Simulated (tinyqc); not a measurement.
Alloy A(1-x)B(x) by interpolation with bowing, step by step. Values are carried at full precision from step to step, so a last printed digit may differ when a step is redone from the rounded ones.

Each gap follows E(x) = (1 - x) E_A + x E_B - C x (1 - x); the lattice constant follows Vegard, a(x) = (1 - x) a_A + x a_B.

Constants: hc = 1239.841984 eV nm; kB = 8.617333262e-05 eV/K.

Parameters, chosen for this exercise (A near GaAs, B near GaSb; not measured data): a = (5.657, 6.09) angstrom (lattice constant of A, B); x = 0.25 (fraction of B); Eg = (1.505, 0.81) eV (gap at Gamma to the s-like level of A, B); EgX = (1.964, 1.142) eV (gap to the lowest valley along Gamma-X of A, B); EgL = (1.794, 0.874) eV (gap to L of A, B); C = (1.294, 1.141, 1.282) eV (bowing of the Gamma, X and L gaps); Dso = (0.342, 0.749) eV (spin-orbit splitting of A, B); Ep = (25.4, 26.6) eV (Kane energy of A, B); me = (0.0667, 0.0395) m0 (electron mass at Gamma of A, B); Cs = 0.64 eV (bowing of Dso); md = (0.0485, 0.86, 0.51) m0 (density-of-states masses of Gamma, all X and all L valleys); T = 400 K (temperature).

## Gaps and lattice constant at x

Also give the wavelength hc/E of the lowest gap.

a(x) = 5.7652 angstrom

linear parts (eV): Gamma 1.3313, X 1.7585, L 1.5640

bowing terms C x (1 - x) (eV): Gamma 0.2426, X 0.2139, L 0.2404

gaps (eV): Gamma 1.0886, X 1.5446, L 1.3236

wavelength of the lowest gap = 1138.9 nm

The lowest valley is Gamma, so the gap is direct; the next, L, lies 235 meV higher.

## Where the valleys cross

The difference of two gaps is a quadratic q2 x^2 + q1 x + q0 with q2 = C_i - C_j, q1 = (E_B - E_A - C)_i - (E_B - E_A - C)_j, q0 = E_A,i - E_A,j; give its roots between 0 and 1 (a dash: none).

Crossings:

| pair | q2 | q1 | q0 | first root | second root |
|---|---|---|---|---|---|
| Gamma-X | 0.153 | -0.026 | -0.459 | - | - |
| Gamma-L | 0.012 | 0.213 | -0.289 | - | - |
| X-L | -0.141 | 0.239 | 0.170 | - | - |

The lowest valley is Gamma at every x.

## Electron mass of the alloy

Mass at Gamma from the Kane formula 1/m = F + Ep (Eg + 2 Dso/3)/(Eg (Eg + Dso)). F is fixed by the masses of A and B and interpolated linearly, as is Ep; Eg and Dso carry their bowing.

Compare with the linear interpolation of the masses.

F of A, B: -0.8429  -2.2640

Ep, Eg, Dso at x (eV): 25.7000  1.0886  0.3237

m(x) from the Kane formula = 0.0485 m0
m(x) linear = 0.0599 m0

The Kane value lies 19.0 % below the linear one.

## Shares of the electrons in the valleys

Non-degenerate: n_i proportional to md_i^(3/2) exp(-E_i/kT).

md^(3/2): Gamma 0.0107, X 0.7975, L 0.3642

(E - E_min)/kT: Gamma 0.00, X 13.23, L 6.82

shares: Gamma 0.964, X 0.000, L 0.036

Gamma holds most electrons (96.4 %).

tinyqc: `OMP_NUM_THREADS=1 python tinyqc.py 1080407 1080408 out.jsonl`; about 0.01 s, one thread, shared Intel(R) Xeon(R) Processor @ 2.30GHz.
